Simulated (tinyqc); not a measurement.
# Long-channel MOSFET, surface-potential model: effects of single changes

n-channel transistor on a uniformly doped p-type body, gradual-channel approximation, constant mobility, Boltzmann statistics, full ionisation. Potentials are counted from the neutral body; V is the electron quasi-Fermi potential, Vsb at the source and Vsb + Vds at the drain. Charges are magnitudes per area.

Parameters, values chosen for the exercise; material values close to those of gallium nitride:

| symbol | value | unit | meaning |
|---|---|---|---|
| T | 300 | K | temperature |
| Eg | 3.44 | eV | band gap |
| eps_r | 9.35 |  | relative permittivity of the semiconductor |
| Nc | 2.32e18 | cm^-3 | conduction-band density of states at T |
| Nv | 4.68e19 | cm^-3 | valence-band density of states at T |
| Na | 6.8e17 | cm^-3 | acceptor density of the body |
| eox | 25.4 |  | relative permittivity of the gate insulator |
| tox | 50 | nm | insulator thickness |
| Vfb | -2.09 | V | flat-band voltage |
| mu | 230 | cm^2/(V s) | channel mobility |
| W | 2 | um | gate width |
| L | 0.5 | um | gate length |
| Vsb | 1 | V | source-body reverse bias |
| Vds | 1.2 | V | drain-source voltage |

Constants: q = 1.602176634e-19 C, kB = 1.380649e-23 J/K, Vt = kB T/q, eps0 = 8.8541878128e-14 F/cm where lengths are in cm. Results are converted to the units shown.

Each table varies one quantity; the others keep the values above.

## Output curve

ni = sqrt(Nc Nv) exp(-Eg/(2 Vt)), Eg in volts; phiF = Vt ln(Na/ni); Cox = eps0 eox/tox; gamma = sqrt(2 q eps0 eps_r Na)/Cox. The surface potential psi at channel potential V solves Vgs + Vsb - Vfb - psi = gamma sqrt(G), G = psi - Vt + Vt exp((psi - 2 phiF - V)/Vt). Charge sheet: Qi = Cox gamma [sqrt(G) - sqrt(psi - Vt)]; I = mu (W/L) [integral of Qi dpsi from psi_0 to psi_L (drift) + Vt (Qi0 - QiL) (diffusion)], with psi_0 at V = Vsb and psi_L at V = Vsb + Vds. Pao-Sah: Qi(V) = (Cox gamma/2) integral from 3 Vt to psi of exp((u - 2 phiF - V)/Vt)/sqrt(G(u, V)) du, and I = mu (W/L) integral of Qi dV from Vsb to Vsb + Vds. Square law: VT = Vfb + 2 phiF + gamma sqrt(2 phiF + Vsb), m = 1 + gamma/(2 sqrt(2 phiF + Vsb)), I = mu Cox (W/L) [(Vgs - VT) v - m v^2/2] with v the smaller of Vds and (Vgs - VT)/m, and zero below VT.

In this table Vgs = 3.47 V.

Output curve:

| Vds (V) | psi_L (V) | QiL (nC/cm^2) | I, charge sheet (uA) | I, Pao-Sah (uA) | I, square law (uA) |
|---|---|---|---|---|---|
| 0.04 | 4.425 | 69.65 | 2.891 | 2.912 | 4.614 |
| 0.09 | 4.465 | 47.63 | 5.572 | 5.611 | 9.239 |
| 0.13 | 4.494 | 31.56 | 7.019 | 7.067 | 12.02 |
| 0.18 | 4.524 | 14.85 | 8.064 | 8.118 | 14.36 |
| 0.22 | 4.540 | 5.936 | 8.431 | 8.487 | 15.32 |
| 0.27 | 4.549 | 1.200 | 8.572 | 8.629 | 15.50 |
| 0.31 | 4.551 | 0.2726 | 8.595 | 8.652 | 15.50 |
| 0.36 | 4.551 | 0.04006 | 8.601 | 8.658 | 15.50 |
| 0.4 | 4.551 | 0.008545 | 8.602 | 8.658 | 15.50 |

The Pao-Sah current rises from 2.91 to 8.66 uA, while the charge at the drain end falls from 69.7 to 0.00855 nC/cm^2. The current first comes within 1 % of its last value at Vds = 0.27 V among the rows listed; the square law saturates at (Vgs - VT)/m = 0.247 V. Over the last two rows psi_L moves by less than 1 mV: the drain has lost hold of the surface potential, so the current no longer grows. In the last row the charge sheet is 0.66 % below Pao-Sah and the square law 79 % above it. In every row the surface electron density at the source passes 0.3 Nc, where degeneracy and quantisation, left out here, matter.

## Transfer curve from weak to strong inversion

Same model as above.

gm = dI/dVgs of the charge-sheet current.

Transfer curve from weak to strong inversion:

| Vgs (V) | I, charge sheet (uA) | I, Pao-Sah (uA) | drift share (%) | gm/I (1/V) | I, square law (uA) |
|---|---|---|---|---|---|
| 2.97 | 1.598e-4 | 1.603e-4 | 0.02343 | 31.27 | 0 |
| 3.06 | 0.002666 | 0.002674 | 0.3886 | 31.21 | 0 |
| 3.15 | 0.04235 | 0.04249 | 5.558 | 29.63 | 0 |
| 3.23 | 0.3568 | 0.3584 | 27.57 | 22.71 | 0.6755 |
| 3.32 | 1.820 | 1.831 | 54.81 | 14.17 | 3.961 |
| 3.41 | 5.160 | 5.193 | 69.74 | 9.493 | 9.977 |
| 3.5 | 10.71 | 10.78 | 77.82 | 6.964 | 18.72 |
| 3.58 | 17.62 | 17.74 | 82.23 | 5.583 | 28.79 |
| 3.67 | 27.71 | 27.90 | 85.55 | 4.544 | 42.69 |

The charge-sheet current rises from 1.60e-4 to 27.7 uA. In the first row gm/I is 31.3 1/V, a swing of 73.6 mV a decade, against Vt ln 10 = 59.5 mV a decade for an ideal gate; in the last it is 4.54 1/V. Drift passes half of the current at Vgs = 3.32 V among the rows listed (VT = 3.17 V). The charge sheet departs most from Pao-Sah at Vgs = 3.67 V, where it is 0.68 % below it. In the last row the square law is 53 % above Pao-Sah. For Vgs = 3.23 to 3.67 V the surface electron density at the source passes 0.3 Nc, where degeneracy and quantisation, left out here, matter.

Numbers from tinyqc (`OMP_NUM_THREADS=1 python tinyqc.py 2360131 2360132 out.jsonl`; about 0.07 s on one thread of a shared Intel Xeon 2.30GHz).
